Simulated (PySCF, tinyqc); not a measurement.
Inside a calculation. Method: RHF in the 3-21g basis, for H3-, spin multiplicity 1. The basis has no diffuse functions, so it cannot describe the extra electron: this is an exercise in the method, not the real anion. The lowest restricted solution is unstable here: a spin-polarised one lies 0.0053 hartree lower (PySCF). One step of it, computed by the program tinyqc.

Question. Iteration 1: building the Fock matrix. J_ij = sum D_kl (ij|kl), K_ij = sum D_kl (ik|jl); F = H + J - 0.5 K; E = tr D H + tr D J / 2 - 0.25 tr D K + E_nn.

D at the start, order 1H 1s, 1H 2s, 2H 1s, 2H 2s, 3H 1s, 3H 2s:
```
[[0.251884, 0.236706, 0.177887, 0.150371, 0.111898, 0.089666],
 [0.236706, 0.224100, 0.148269, 0.113959, 0.127786, 0.117595],
 [0.177887, 0.148269, 0.341023, 0.417939, -0.178926, -0.316595],
 [0.150371, 0.113959, 0.417939, 0.540956, -0.306532, -0.496330],
 [0.111898, 0.127786, -0.178926, -0.306532, 0.358623, 0.494813],
 [0.089666, 0.117595, -0.316595, -0.496330, 0.494813, 0.702030]]
```

core Hamiltonian H = T + V (hartree), order 1H 1s, 1H 2s, 2H 1s, 2H 2s, 3H 1s, 3H 2s:
```
[[-1.052863, -1.058017, -0.328285, -0.596750, -0.233305, -0.520374],
 [-1.058017, -1.242805, -0.572198, -0.892124, -0.490388, -0.817040],
 [-0.328285, -0.572198, -0.945398, -0.988785, -0.050067, -0.275674],
 [-0.596750, -0.892124, -0.988785, -1.150784, -0.269865, -0.565913],
 [-0.233305, -0.490388, -0.050067, -0.269865, -0.903291, -0.961983],
 [-0.520374, -0.817040, -0.275674, -0.565913, -0.961983, -1.120741]]
```

Two-electron integrals (ij|kl) in chemists' order, unique and non-zero (hartree):
```
(11|11) 1.140145   (21|11) 0.611403   (21|21) 0.345152   (22|11) 0.626370
(22|21) 0.380329   (22|22) 0.482957   (31|11) 0.098223   (31|21) 0.057987
(31|22) 0.068479   (31|31) 0.015699   (32|11) 0.170857   (32|21) 0.107000
(32|22) 0.144332   (32|31) 0.032143   (32|32) 0.082984   (33|11) 0.460024
(33|21) 0.294456   (33|22) 0.420437   (33|31) 0.098223   (33|32) 0.290409
(33|33) 1.140145   (41|11) 0.290409   (41|21) 0.165257   (41|22) 0.184563
(41|31) 0.032143   (41|32) 0.060781   (41|33) 0.170857   (41|41) 0.082984
(42|11) 0.363346   (42|21) 0.223464   (42|22) 0.293176   (42|31) 0.049794
(42|32) 0.116310   (42|33) 0.363346   (42|41) 0.116310   (42|42) 0.204541
(43|11) 0.294456   (43|21) 0.187401   (43|22) 0.265340   (43|31) 0.057987
(43|32) 0.165257   (43|33) 0.611403   (43|41) 0.107000   (43|42) 0.223464
(43|43) 0.345152   (44|11) 0.420437   (44|21) 0.265340   (44|22) 0.374067
(44|31) 0.068479   (44|32) 0.184563   (44|33) 0.626370   (44|41) 0.144332
(44|42) 0.293176   (44|43) 0.380329   (44|44) 0.482957   (51|11) 0.061093
(51|21) 0.036500   (51|22) 0.044021   (51|31) 0.006064   (51|32) 0.011908
(51|33) 0.033020   (51|41) 0.017541   (51|42) 0.025980   (51|43) 0.021237
(51|44) 0.031199   (51|51) 0.006769   (52|11) 0.135965   (52|21) 0.085854
(52|22) 0.118606   (52|31) 0.014980   (52|32) 0.032673   (52|33) 0.093990
(52|41) 0.041688   (52|42) 0.071722   (52|43) 0.060566   (52|44) 0.091016
(52|51) 0.017803   (52|52) 0.061461   (53|11) 0.007165   (53|21) 0.004462
(53|22) 0.005853   (53|31) 0.001087   (53|32) 0.002436   (53|33) 0.007258
(53|41) 0.002418   (53|42) 0.004218   (53|43) 0.004508   (53|44) 0.005883
(53|51) 0.000751   (53|52) 0.002144   (53|53) 0.000147   (54|11) 0.066860
(54|21) 0.042289   (54|22) 0.058719   (54|31) 0.007992   (54|32) 0.017851
(54|33) 0.051798   (54|41) 0.021130   (54|42) 0.037457   (54|43) 0.033286
(54|44) 0.049179   (54|51) 0.008651   (54|52) 0.029945   (54|53) 0.001198
(54|54) 0.015310   (55|11) 0.418991   (55|21) 0.269340   (55|22) 0.393719
(55|31) 0.047416   (55|32) 0.107163   (55|33) 0.312148   (55|41) 0.131118
(55|42) 0.239359   (55|43) 0.201567   (55|44) 0.308374   (55|51) 0.061093
(55|52) 0.248262   (55|53) 0.007258   (55|54) 0.120147   (55|55) 1.140145
(61|11) 0.248262   (61|21) 0.141505   (61|22) 0.158477   (61|31) 0.023838
(61|32) 0.044530   (61|33) 0.122861   (61|41) 0.067844   (61|42) 0.093322
(61|43) 0.078276   (61|44) 0.111269   (61|51) 0.017803   (61|52) 0.042750
(61|53) 0.002128   (61|54) 0.020989   (61|55) 0.135965   (61|61) 0.061461
(62|11) 0.324382   (62|21) 0.199979   (62|22) 0.264016   (62|31) 0.036094
(62|32) 0.078150   (62|33) 0.228559   (62|41) 0.097260   (62|42) 0.161260
(62|43) 0.145136   (62|44) 0.208608   (62|51) 0.029890   (62|52) 0.090638
(62|53) 0.003939   (62|54) 0.044755   (62|55) 0.324382   (62|61) 0.090638
(62|62) 0.170643   (63|11) 0.071925   (63|21) 0.045163   (63|22) 0.061362
(63|31) 0.013360   (63|32) 0.034621   (63|33) 0.120147   (63|41) 0.025564
(63|42) 0.049315   (63|43) 0.068989   (63|44) 0.078249   (63|51) 0.005581
(63|52) 0.015687   (63|53) 0.001198   (63|54) 0.008720   (63|55) 0.051798
(63|61) 0.019520   (63|62) 0.035536   (63|63) 0.015310   (64|11) 0.192081
(64|21) 0.119639   (64|22) 0.162374   (64|31) 0.026127   (64|32) 0.062142
(64|33) 0.192928   (64|41) 0.061972   (64|42) 0.112911   (64|43) 0.120117
(64|44) 0.162839   (64|51) 0.017560   (64|52) 0.054113   (64|53) 0.002894
(64|54) 0.028590   (64|55) 0.192928   (64|61) 0.053964   (64|62) 0.104602
(64|63) 0.028590   (64|64) 0.073693   (65|11) 0.269340   (65|21) 0.172392
(65|22) 0.249630   (65|31) 0.030546   (65|32) 0.069079   (65|33) 0.201567
(65|41) 0.083968   (65|42) 0.152401   (65|43) 0.130074   (65|44) 0.197933
(65|51) 0.036500   (65|52) 0.141505   (65|53) 0.004508   (65|54) 0.068989
(65|55) 0.611403   (65|61) 0.085854   (65|62) 0.199979   (65|63) 0.033286
(65|64) 0.120117   (65|65) 0.345152   (66|11) 0.393719   (66|21) 0.249630
(66|22) 0.357030   (66|31) 0.045408   (66|32) 0.104093   (66|33) 0.308374
(66|41) 0.121878   (66|42) 0.221013   (66|43) 0.197933   (66|44) 0.295771
(66|51) 0.044021   (66|52) 0.158477   (66|53) 0.005883   (66|54) 0.078249
(66|55) 0.626370   (66|61) 0.118606   (66|62) 0.264016   (66|63) 0.049179
(66|64) 0.162839   (66|65) 0.380329   (66|66) 0.482957
```

nuclear repulsion = 1.19354308 hartree

Give: Coulomb J; exchange K; Fock matrix F; total energy of this density.

Answer.

Coulomb J (hartree), order 1H 1s, 1H 2s, 2H 1s, 2H 2s, 3H 1s, 3H 2s:
```
[[2.186, 1.326, 0.280, 0.673, 0.184, 0.581],
 [1.326, 1.735, 0.666, 1.169, 0.584, 1.080],
 [0.280, 0.666, 2.177, 1.301, 0.026, 0.287],
 [0.673, 1.169, 1.301, 1.667, 0.292, 0.712],
 [0.184, 0.584, 0.026, 0.292, 2.237, 1.332],
 [0.581, 1.080, 0.287, 0.712, 1.332, 1.693]]
```

exchange K (hartree), order 1H 1s, 1H 2s, 2H 1s, 2H 2s, 3H 1s, 3H 2s:
```
[[0.977, 0.862, 0.433, 0.618, 0.308, 0.524],
 [0.862, 0.940, 0.591, 0.752, 0.516, 0.694],
 [0.433, 0.591, 1.174, 0.917, -0.072, 0.159],
 [0.618, 0.752, 0.917, 0.891, 0.168, 0.382],
 [0.308, 0.516, -0.072, 0.168, 1.269, 0.982],
 [0.524, 0.694, 0.159, 0.382, 0.982, 0.938]]
```

Fock matrix F (hartree), order 1H 1s, 1H 2s, 2H 1s, 2H 2s, 3H 1s, 3H 2s:
```
[[0.645, -0.163, -0.265, -0.233, -0.203, -0.202],
 [-0.163, 0.022, -0.202, -0.099, -0.165, -0.084],
 [-0.265, -0.202, 0.644, -0.146, 0.012, -0.068],
 [-0.233, -0.099, -0.146, 0.071, -0.062, -0.044],
 [-0.203, -0.165, 0.012, -0.062, 0.699, -0.122],
 [-0.202, -0.084, -0.068, -0.044, -0.122, 0.103]]
```

total energy of this density = -1.27222 hartree
